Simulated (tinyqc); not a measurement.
Worked calculation: atomic layer deposition: Langmuir saturation, growth per cycle and coating of deep features. Computed by tinyqc, a small Python program that keeps every step. Command: `OMP_NUM_THREADS=1 python tinyqc.py 3031951 3031952 out.jsonl ald walk`. One thread of a shared host (Intel(R) Xeon(R) Processor @ 2.30GHz), about 0.02 s of CPU time with the checks. Intermediate numbers are printed to about 6 digits and carried at full precision; extremes and crossings named in words are read from the listed rows.

Precursor A sticks only on free sites, so a long enough pulse saturates; co-reactant B then frees the sites again.

Inputs (values chosen for the exercise, modelled on hafnium oxide from an amide and water):
```
quantity                                   value      unit
precursor mass M                             411         u
site density q                               3.1    1/nm^2
growth per cycle at saturation G            0.91  angstrom
sticking probability beta on free sites  0.00059         -
precursor pressure p                          33        Pa
temperature T                                300         C
pulse time t                                0.12         s
co-reactant completion per pulse c_B        0.95         -
desorption energy E_d                       1.74        eV
purge time t_p                               1.3         s
aspect ratio a                                13         -
```

Feature: long trench.

Constants: u = 1.6605390666e-27 kg; k_B = 1.380649e-23 J/K; k_B = 8.617333262e-05 eV/K.

## Flux and saturation time

Wall flux F = p/sqrt(2 pi M k_B T); rate of filling k_a = beta F/q; desorption k_d = 1e13 exp(-E_d/(k_B T)) per second. 1/m^2 = 1e-18/nm^2. Temperatures in kelvin are T(C) + 273.15.

flux F = 179144 1/(nm^2 s)

k_a = 34.0952 1/s

k_d = 0.00501149 1/s

time to 99 % without desorption, ln(100)/k_a = 0.135068 s

## The first four cycles

One cycle from coverage th0: pulse A gives th1 = th_s + (th0 - th_s) exp(-(k_a + k_d) t), th_s = k_a/(k_a + k_d); the purge leaves th2 = th1 exp(-k_d t_p); pulse B converts c_B th2 into film and leaves th3 = (1 - c_B) th2. Growth = G c_B th2. Start from th0 = 0.

Cycles:
```
cycle        th0       th1       th2        th3  growth (angstrom)
1      0.0000000  0.983150  0.976766  0.0488383           0.844414
2      0.0488383  0.983966  0.977576  0.0488788           0.845115
3      0.0488788  0.983967  0.977577  0.0488788           0.845115
4      0.0488788  0.983967  0.977577  0.0488788           0.845115
```

## Steady growth per cycle

The periodic state has th0 = th3: th0 = (1 - c_B) e_p th_s (1 - e_a)/(1 - (1 - c_B) e_p e_a), with e_a = exp(-(k_a + k_d) t), e_p = exp(-k_d t_p). Share of impinging molecules used = q (th1 - th0)/(F t).

coverage after pulse A = 0.983967

growth per cycle = 0.845115 angstrom

share of impinging molecules used = 1.34844e-04

The pulse is 4.09 filling times long: saturated.

## Exposure for a deep feature

Diffusion-limited filling (Gordon) of a long trench of width w, hydraulic diameter 2w, so that a is replaced by a/2 in the hole formula: t = (q/F)(1 + 19a/8 + 3a^2/8). Reaction-limited filling needs ln(100)/k_a at any depth, k_a = beta F/q. Flow is molecular. The front picture holds when the modulus (a/2) sqrt(beta) is well above 1. Depth reached by the given pulse: solve the same formula for a. Exposure = p x diffusion-limited time; 1 langmuir = 1.33322e-4 Pa s.

diffusion-limited time = 0.00164825 s

exposure = 407.977 langmuir

modulus = 0.157884

aspect ratio reached by the front in time t = 132.847

Diffusion needs 0.00165 s and reaction 0.135 s: the surface reaction limits, and the walls fill evenly. Caution: the modulus is not well above 1 or the Gordon time is under three times ln(100)/k_a, so there is no sharp front: the Gordon time is only a lower bound and the reaction time must be met as well. Caution: the pulse is shorter than ln(100)/k_a, so even the open surface is not saturated and the depth reached has no meaning. Caution: the depth reached is formal here: it is under 4/sqrt(beta), so no sharp front has formed.

## Coverage along the feature as the dose grows

Continuum model with steady gas transport: d2n/dz2 = 3 beta (1 - th) n/d_h^2 (d_h the hydraulic diameter, n = 1 at the mouth, no flux at the floor, 60 cells), d th/dt = beta F n (1 - th)/q; no desorption. Times are multiples of the larger of the Gordon time and ln(100)/k_a.

Coverage:
```
multiple     t (s)  top cell  quarter depth  half depth  three quarters  floor cell
0.05      0.006753     0.206          0.203       0.201           0.200       0.200
0.10      0.013507     0.369          0.365       0.363           0.361       0.360
0.20      0.027014     0.602          0.598       0.595           0.594       0.593
0.40      0.054027     0.841          0.839       0.838           0.837       0.836
0.60      0.081041     0.937          0.936       0.935           0.935       0.935
0.80      0.108054     0.975          0.974       0.974           0.974       0.974
1.00      0.135068     0.990          0.990       0.990           0.990       0.990
1.30      0.175588     0.997          0.997       0.997           0.997       0.997
```

At a multiple of 0.2 the coverage is 0.60 at the top and 0.59 at the floor. All depths fill nearly together, since molecules bounce many times before they stick. In the last row the floor reaches 0.997.

Checks made by the program: periodic state against 400 explicit cycles (relative difference below 1e-10).
